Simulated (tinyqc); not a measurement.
# Worked calculation: read current of a NAND string, cells in series solved by shooting

Numbers from tinyqc (`OMP_NUM_THREADS=1 python tinyqc.py 2142194 2142195 out.jsonl`; about 0.9 s on one thread of a shared Intel Xeon 2.30GHz). Printed values are rounded.

Cells in series, numbered from 0 at the source line (0 V) to the bit line, each followed by a gap resistance Rg. A cell with gate Vg, threshold VT, source Vs and drain Vd passes I = 2 nf K Vt^2 [F(Vs) - F(Vd)]/(1 + th max(Vg - VT, 0)), F(V) = ln^2(1 + exp((Vg - VT - nf V)/(2 nf Vt))). The selected cell has Vg = Vr, the others Vg = Vp.

Values chosen for this exercise; values of the order met in vertical NAND strings: temperature T = 300 K; gain factor of a cell K = 7.9 uA/V^2; slope factor nf = 2.1; mobility reduction factor th = 0.13 1/V; resistance of the gap between cells Rg = 9.1 kohm; bit-line voltage Vbl = 0.4 V; pass voltage Vp = 7.8 V; read voltage on the selected word line Vr = 1.95 V.

Constants: q = 1.602176634e-19 C, kB = 1.380649e-23 J/K, Vt = kB T/q. Results are converted to the units shown.

## Step 1: node voltages for a trial current

first trial current = 0.84 uA
thresholds from the source end, cell 0 to 3 (V): [1, -0.6, -0.6, 4.3]

For a trial current I start at 0 V and, cell by cell (the selected one is cell 0), solve for the drain: sqrt(F(Vd)) = sqrt(F(Vs) - I/k), k = 2 nf K Vt^2/(1 + th max(Vg - VT, 0)), Vd = [Vg - VT - 2 nf Vt ln(exp(sqrt F) - 1)]/nf, then add I Rg.

node voltage after each cell and gap, trial 1, cell 0 to 3 (V): [0.158708, 0.194026, 0.229604, 0.289461]

## Step 2: node voltages for a trial current

second trial current = 1 uA

As before.

node voltage after each cell and gap, trial 2, cell 0 to 3 (V): [0.198717, 0.241136, 0.283935, 0.357988]

## Course of the secant iteration

Secant steps on the end voltage less Vbl, from the two trials; a trial above the saturation current of a cell has no solution and is moved halfway to the previous trial. Stop below 1e-9 V.

Course of the iteration:
```
iteration,I (uA),end voltage - Vbl (V),halvings
1,1.09809,4.17e-3,0
2,1.08923,-1.66e-4,0
3,1.08957,-6.69e-7,0
4,1.08957,1.07e-10,0
```

Converged in 4 iterations to I = 1.0896 uA. The selected cell takes 53.5 % of the bit-line voltage and the gaps together 9.92 %.
